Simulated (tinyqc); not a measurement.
Gate length: charge control and current of a heterostructure field-effect transistor. Computed by tinyqc, a small Python program. Command: `OMP_NUM_THREADS=1 python tinyqc.py 3016671 3016672 out.jsonl hemt walk`. One thread of a shared host (Intel(R) Xeon(R) Processor @ 2.30GHz), about 0.01 s of CPU time with the checks.

Two subbands in a triangular well; E_F is counted from the conduction band edge of the channel at the interface.

Inputs (values chosen for the exercise, modelled on AlGaN/GaN): channel mass m = 0.2 m_0; permittivity eps (barrier and channel) = 9.59; barrier thickness d = 21 nm; Schottky barrier phi_B = 1.3 eV; conduction band offset dE_c = 0.48 eV; polarisation charge sigma/e = 1.9e+13 1/cm^2; gate voltage V_G = 0.33 V; mobility mu = 1300 cm^2/(V s); saturation velocity v_s = 1.3 1e7 cm/s; gate length L = 1600 nm; source resistance R_S = 0 ohm mm; temperature T = 400 K; mixing = 0.5; iteration cap = 200.

Charge source: polarisation. Velocity law: two-piece.

Constants: e = 1.602176634e-19 C; eps_0 = 8.8541878128e-12 F/m; k_B = 8.617333262e-05 eV/K; hbar = 1.054571817e-34 J s; m_0 = 9.1093837015e-31 kg; k_B = 1.380649e-23 J/K.

Method:
- Threshold V_T = phi_B - dE_c - sigma d/(eps eps_0) (in volts); C_b = eps eps_0/d.
- Charge control: n_s = C_b (V_G - V_T - E_F/e)/e. Well: mean field F = e n_s/(2 eps eps_0), E_i = (hbar^2/2m)^(1/3) [(3 pi e F/2)(i + 3/4)]^(2/3), i = 0, 1; n_s = D k_B T sum_i ln(1 + exp((E_F - E_i)/k_B T)), D = m/(pi hbar^2), which is solved in closed form for E_F.
- Iteration from n_s = C_b (V_G - V_T)/(2e): E_F from n_s, n_out from the charge control, n_new = n_s + mixing (n_out - n_s), kept above n_s/10; stop when |n_out/n_s - 1| < 1e-9.
- C_g = e dn_s/dV_G = 1/(1/C_b + 1/C_q), 1/C_q = d(E_F/e)/d(e n_s) by a central difference of +/- 0.1 % in n_s; added distance dd = eps eps_0/C_q.
- With V = e n_s/C_g and V_c = v_s L/mu: for v = mu F up to v_s, I/W = C_g v_s V_c (sqrt(1 + (V/V_c)^2) - 1) and V_Dsat = V + V_c - sqrt(V^2 + V_c^2); g_m = dI/dV; extrinsic g_m/(1 + g_m R_S); f_T = g_m/(2 pi C_g L).

sheet density n_s = 1.63086e+13 1/cm^2

gate capacitance C_g = 0.377942 microfarad/cm^2

V = 6.91355 V

Scaling; the last columns are v_s/(2 pi L) and mu V/(2 pi L^2):
```
L (nm)  I/W (mA/mm)  g_m (mS/mm)  extrinsic g_m (mS/mm)  f_T (GHz)  velocity limit (GHz)  mobility limit (GHz)
30           3382.1       491.32                 491.32     689.66                689.67            1.5894e+05
60           3367.4       491.31                 491.31     344.82                344.84            3.9734e+04
120          3338.4       491.25                 491.25     172.39                172.42            9.9335e+03
250          3276.2       491.00                 491.00      82.71                 82.76            2.2887e+03
500          3160.0       490.04                 490.04      41.27                 41.38            5.7217e+02
1000         2940.8       486.26                 486.26      20.48                 20.69            1.4304e+02
2000         2553.4       471.97                 471.97       9.94                 10.35            3.5761e+01
5000         1735.4       398.12                 398.12       3.35                  4.14            5.7217e+00
```

f_T scales as L^-1.00 at the short end and L^-1.19 at the long end; the two limits cross at L = mu V/v_s = 6910 nm. g_m tends to C_g v_s = 491 mS/mm. Fringe capacitances and short-channel effects, left out, lower f_T once L is below about ten barrier thicknesses. Caution: E_F lies above the conduction band minimum of the barrier, so electrons would spill into the barrier.

Extremes, crossings and ranges named in words are read from the listed rows.
